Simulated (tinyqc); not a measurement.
Input admittance of a MOSFET at zero drain bias: distributed channel and distributed gate: two steps of the calculation.

Source and drain grounded, strong inversion, w = 2 pi f, Cox = eps0 eox/tox. The channel is an RC line of resistance 1/(mu Cox Vo) per square fed from both ends, so one finger has the intrinsic admittance y = i w Cox L tanh(g)/g per width, g = (1/2) sqrt(i w tau), tau = L^2/(mu Vo). The vertical resistance rv/L is in series with y, the overlaps 2 i w Cov in parallel: y_t = 1/(1/y + rv/L) + 2 i w Cov. The gate strip is a line of Rsh/L per length loaded by y_t, so a finger has Y = y_t Wf tanh(k)/k, k = (Wf/sd) sqrt(y_t Rsh/L); the device has Nf Y.

Parameters, values chosen for the exercise; values of the order met in silicon radio-frequency transistors: relative permittivity of the gate insulator (close to silicon nitride) eox = 7.32; insulator thickness tox = 4.3 nm; channel length L = 0.16 um; finger width Wf = 0.53 um; number of fingers Nf = 32; channel mobility mu = 190 cm^2/(V s); gate overdrive Vo = 0.54 V; sheet resistance of the gate Rsh = 3.4 ohm/square; vertical resistivity of the gate stack rv = 0 ohm um^2; number of ends at which a finger is contacted sd = 1; overlap and fringe capacitance on each side Cov = 0.18 fF/um; frequency f = 60 GHz.

Constants: eps0 = 8.8541878128e-14 F/cm where lengths are in cm. Results are converted to the units shown.

Question 1. Low-frequency resistances and capacitance. Low-frequency limits, with c = Cox L and ct = c + 2 Cov: R_strip = Rsh Wf/(3 sd^2 L Nf), R_ch = (c/ct)^2 L/(12 mu Cox Vo Wf Nf), R_vert = (c/ct)^2 rv/(L Wf Nf), C = ct Wf Nf.

Find: parts; sum; C; 1/(2 pi R C).

Answer 1.

parts (ohm): strip 0.1173, channel 3.849, vertical 0
sum = 3.966 ohm
C = 47.01 fF
1/(2 pi R C) = 853.7 GHz

The channel term is the largest, 97.0 % of the sum.

Question 2. Admittance of the channel and stack per width. tau, g, c = Cox L, y and y_t as defined.

Find: tau; g; c; y; y_t.

Answer 2.

tau = 2.495 ps
g = 0.3429+0.3429i
c = 2.412 fF/um
y = 70.6+902.5i uS/um
y_t = (0.071+1.038i) x 1e3 uS/um

w tau = 0.941, and Im y is 0.993 of w c.

Computed by the program tinyqc: `OMP_NUM_THREADS=1 python tinyqc.py 2262114 2262115 out.jsonl`, one thread of a shared Intel Xeon 2.30GHz, about 0.01 s for the whole run.
